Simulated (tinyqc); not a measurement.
Finnis-Sinclair potential for a bcc metal: fit to cohesion and elasticity, then vacancy, surfaces and structure: one step, computed by the program tinyqc. Command: `OMP_NUM_THREADS=1 python tinyqc.py 3111278 3111279 out.jsonl fsfit walk`. One thread of a shared host (Intel(R) Xeon(R) Processor @ 2.30GHz), about 0.01 s of CPU time with the checks.

E = (1/2) sum V(r) - A sqrt(rho), rho = sum phi(r), phi = (r - d)^2 for r < d, V = (r - c)^2 (c0 + c1 r + c2 r^2) for r < c. In bcc the 8 first neighbours lie at sqrt(3) a/2 and the 6 second at a; both cut-offs lie below the third shell; Omega = a^3/2; E is per atom and z the number of atoms in a shell. The four constants A, c0, c1, c2 are fitted to E_c, zero pressure, B and C12 - C44 alone, so C44 and C11 - C12 are not matched singly; defects are unrelaxed.

Question. Unrelaxed vacancy. E_v = -A sum_shells z [sqrt(rho - phi(r)) - sqrt(rho)] - (1/2) sum z V(r): the neighbours lose one bond each, and the atom is put back in the bulk.

Inputs (values chosen for the exercise, modelled on molybdenum):
```
quantity             value      unit
lattice constant a   3.147  angstrom
cohesive energy E_c   6.69        eV
density cut-off d/a  1.323         -
pair cut-off c/a     1.047         -
```

c0, c1, c2 (eV/angstrom^2, eV/angstrom^3, eV/angstrom^4): 134.7251  -102.6204  19.7632

A = 2.006727 eV/angstrom

rho = 22.74443 angstrom^2

Give: V at the two shells; phi at the two shells; vacancy energy E_v; E_v/E_c.

Answer.

V at the two shells (eV): 0.597  0.164

phi at the two shells (angstrom^2): 2.07  1.03

vacancy energy E_v = 2.00 eV

E_v/E_c = 0.299

A pair potential would give E_v = E_c; the square root lowers the ratio to 0.30.
